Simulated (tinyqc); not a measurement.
From results back to parameters: five-level k.p model folded onto the conduction band. Two cases, with inputs chosen for the exercise.

Problem. The levels are known; the mass and the g factor at E = Eg are given. Find Ep and Ep2.

Second-order sums for the lowest conduction level at E: 1/m = 1 + Cm + (Ep/3)(2/E + 1/(E + Dso)) - (Ep2/3)(2/(E7 + D2 - E) + 1/(E7 - E)); g/2 = 1 + Cg - (Ep/3)(1/E - 1/(E + Dso)) - (Ep2/3)(1/(E7 - E) - 1/(E7 + D2 - E)). E is counted from the top of the valence band; E = Eg at the edge.

Case 1.

Values chosen (near those of GaAs; the results hold for these values, not for the real material):
- Eg = 1.433 eV (gap at Gamma to the s-like level)
- Dso = 0.344 eV (spin-orbit splitting)
- E7 = 4.48 eV (upper Gamma7 conduction level, from the valence top)
- D2 = 0.17 eV (its spin-orbit splitting, Gamma8 above Gamma7)
- Cm = -0.5 (remote term in 1/m)
- Cg = -0.02 (remote term in g/2)

m = 0.06789579 m0
g = -0.356499

Case 2.

Values chosen (near those of CdTe; the results hold for these values, not for the real material):
- Eg = 1.599 eV (gap at Gamma to the s-like level)
- Dso = 0.904 eV (spin-orbit splitting)
- E7 = 5.26 eV (upper Gamma7 conduction level, from the valence top)
- D2 = 0.32 eV (its spin-orbit splitting, Gamma8 above Gamma7)
- Cm = -0.3 (remote term in 1/m)
- Cg = 0 (remote term in g/2)

m = 0.09524699 m0
g = -0.861646

Find: coefficients of (Ep, Ep2); right-hand sides 1/m - 1 - Cm and 1 + Cg - g/2; Ep, Ep2.

Solution. Both sums are linear in Ep and Ep2, so two equations fix them.

Case 1.

coefficients of (Ep, Ep2) (1/eV):
```
         1         2
1  0.65281  -0.31663
2  0.04503   0.00578
```

right-hand sides 1/m - 1 - Cm and 1 + Cg - g/2: 14.2285  1.1582

Ep, Ep2 (eV): 24.90  6.40

Case 2.

coefficients of (Ep, Ep2) (1/eV):
```
         1         2
1  0.55010  -0.25851
2  0.07529   0.00732
```

right-hand sides 1/m - 1 - Cm and 1 + Cg - g/2: 9.7990  1.4308

Ep, Ep2 (eV): 18.80  2.10

Computed by tinyqc, one run a case: `OMP_NUM_THREADS=1 python tinyqc.py N N+1 out.jsonl` with N = 1050035, 1050113; one thread of a shared Intel(R) Xeon(R) Processor @ 2.30GHz, about 0.01 s a run at most.
